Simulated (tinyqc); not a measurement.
# Input admittance of a MOSFET at zero drain bias: distributed channel and distributed gate: effects of single changes

Source and drain grounded, strong inversion, w = 2 pi f, Cox = eps0 eox/tox. The channel is an RC line of resistance 1/(mu Cox Vo) per square fed from both ends, so one finger has the intrinsic admittance y = i w Cox L tanh(g)/g per width, g = (1/2) sqrt(i w tau), tau = L^2/(mu Vo). The vertical resistance rv/L is in series with y, the overlaps 2 i w Cov in parallel: y_t = 1/(1/y + rv/L) + 2 i w Cov. The gate strip is a line of Rsh/L per length loaded by y_t, so a finger has Y = y_t Wf tanh(k)/k, k = (Wf/sd) sqrt(y_t Rsh/L); the device has Nf Y.

Values chosen for this exercise; values of the order met in silicon radio-frequency transistors:

| symbol | value | unit | meaning |
|---|---|---|---|
| eox | 9.05 |  | relative permittivity of the gate insulator (close to aluminium oxide) |
| tox | 4.6 | nm | insulator thickness |
| L | 0.76 | um | channel length |
| Wf | 5.1 | um | finger width |
| Nf | 4 |  | number of fingers |
| mu | 280 | cm^2/(V s) | channel mobility |
| Vo | 0.3 | V | gate overdrive |
| Rsh | 27 | ohm/square | sheet resistance of the gate |
| rv | 1.6 | ohm um^2 | vertical resistivity of the gate stack |
| sd | 1 |  | number of ends at which a finger is contacted |
| Cov | 0.22 | fF/um | overlap and fringe capacitance on each side |
| f | 5.9 | GHz | frequency |

Constants: eps0 = 8.8541878128e-14 F/cm where lengths are in cm. Results are converted to the units shown.

Each table varies one quantity; the others keep the values above.

## Input impedance against frequency

Low-frequency limits, with c = Cox L and ct = c + 2 Cov: R_strip = Rsh Wf/(3 sd^2 L Nf), R_ch = (c/ct)^2 L/(12 mu Cox Vo Wf Nf), R_vert = (c/ct)^2 rv/(L Wf Nf), C = ct Wf Nf. Z = 1/(Nf Y) = R + 1/(i w C), Q = |Im Z|/R, far-point signal |1/cosh k|.

The same in every row: low-frequency R (ohm) = 35.07.

Input impedance against frequency:
```
f (GHz)	w tau	|k|	R (ohm)	C (fF)	Q	signal at the far point
0.06	0.02592	0.06903	35.07	279.0	271.1	1.000
0.2	0.08641	0.1260	35.07	279.0	81.32	0.9999
0.4	0.1728	0.1782	35.07	279.0	40.66	0.9997
1	0.4320	0.2817	35.06	278.9	16.27	0.9981
3	1.296	0.4861	35.02	278.0	5.449	0.9834
9	3.888	0.8173	34.69	270.1	1.887	0.8842
20	8.641	1.105	33.69	244.0	0.9681	0.7093
70	30.24	1.462	28.19	136.8	0.5898	0.5079
200	86.41	1.913	20.67	70.00	0.5499	0.3549
```

Read the table: what changes, and by how much?

R falls from 35.1 to 20.7 ohm and C falls from 279 to 70.0 fF. Q goes as f^(-1.00) between the first two rows and f^(-0.07) between the last two, where w tau = 86.4 and |k| = 1.91. The low-frequency limits hold both R and C within 5 % up to f = 9 GHz among the rows.

## Effect of the channel length

Same model as above.

Effect of the channel length:
```
L (um)	w tau	|k|	R (ohm)	low-frequency R (ohm)	C (fF)	Q	signal at the far point
0.03	0.003972	0.9140	381.8	383.5	19.34	3.653	0.9461
0.058	0.01485	0.8068	198.7	199.3	29.31	4.631	0.9659
0.11	0.05340	0.7467	106.6	106.8	47.74	5.301	0.9739
0.22	0.2136	0.7109	57.27	57.39	86.66	5.435	0.9753
0.42	0.7785	0.6924	37.82	37.92	157.3	4.535	0.9675
0.8	2.824	0.6714	35.23	35.42	288.4	2.655	0.9385
1.6	11.30	0.5603	48.17	50.51	490.9	1.141	0.9086
3	39.72	0.3839	59.07	86.21	491.7	0.9288	0.9491
```

Read the table: what changes, and by how much?

As L goes from 0.03 to 3, R goes from 382 through a minimum of 35.2 (at L = 0.8 among the rows listed) to 59.1 ohm, C rises from 19.3 to 492 fF and Q goes from 3.65 through a maximum of 5.44 (at L = 0.22 among the rows listed) to 0.929. R_strip falls as 1/L while R_ch grows with L, which gives the minimum of R.

Numbers from tinyqc (`OMP_NUM_THREADS=1 python tinyqc.py 2262041 2262042 out.jsonl`; about 0.01 s on one thread of a shared Intel Xeon 2.30GHz).
